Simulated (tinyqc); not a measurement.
What each parameter does: shallow donor in an anisotropic valley (effective-mass theory).

One valley: H = -c [(d2/dx2 + d2/dy2)/mt + (d2/dz2)/ml] - q/(eps r), c = hbar^2/2m0, q = e^2/(4 pi eps0). Trial function exp(-sqrt((x^2 + y^2)/a^2 + z^2/b^2)) with a > b: T = (c/3)(2/(mt a^2) + 1/(ml b^2)), V = -(q/eps) atan(u/b)/u, u = sqrt(a^2 - b^2). The central cell of the impurity is left out.

Constants: hbar^2/2m0 = 3.80998211 eV angstrom^2; e^2/(4 pi eps0) = 14.39964547 eV angstrom.

Inputs chosen for the exercise (out of a larger set: near those of Ge; not measured data):

| symbol | value | unit | meaning |
|---|---|---|---|
| ml | 1.57 | m0 | longitudinal mass |
| mt | 0.081 | m0 | transverse mass |
| eps | 14.8 |  | dielectric constant |

The minimum of the trial energy.

One parameter was then changed.

Results before and after:

| case | E (meV) | a (angstrom) | b (angstrom) | b/a |
|---|---|---|---|---|
| base | -10.46 | 60.11 | 21.32 | 0.355 |
| changed | -8.62 | 66.20 | 23.49 | 0.355 |

Which of these changes was made? (a) ml = 1.963 m0; (b) mt = 0.073 m0; (c) eps = 16.3.
Answer: (c) eps = 16.3. Of the candidates, run in turn, only this one gives the changed row.

All candidates:

| case | E (meV) | a (angstrom) | b (angstrom) | b/a |
|---|---|---|---|---|
| base | -10.46 | 60.11 | 21.32 | 0.355 |
| ml = 1.963 m0 | -10.85 | 58.67 | 19.28 | 0.329 |
| mt = 0.073 m0 | -9.59 | 65.94 | 22.57 | 0.342 |
| eps = 16.3 | -8.62 | 66.20 | 23.49 | 0.355 |

eps only rescales the solution (E as 1/eps^2, lengths as eps), so b/a depends on ml/mt alone.

(tinyqc, `OMP_NUM_THREADS=1 python tinyqc.py 1280718 1280719 out.jsonl`, Intel(R) Xeon(R) Processor @ 2.30GHz, 1 thread, shared host, about 0.01 s.)
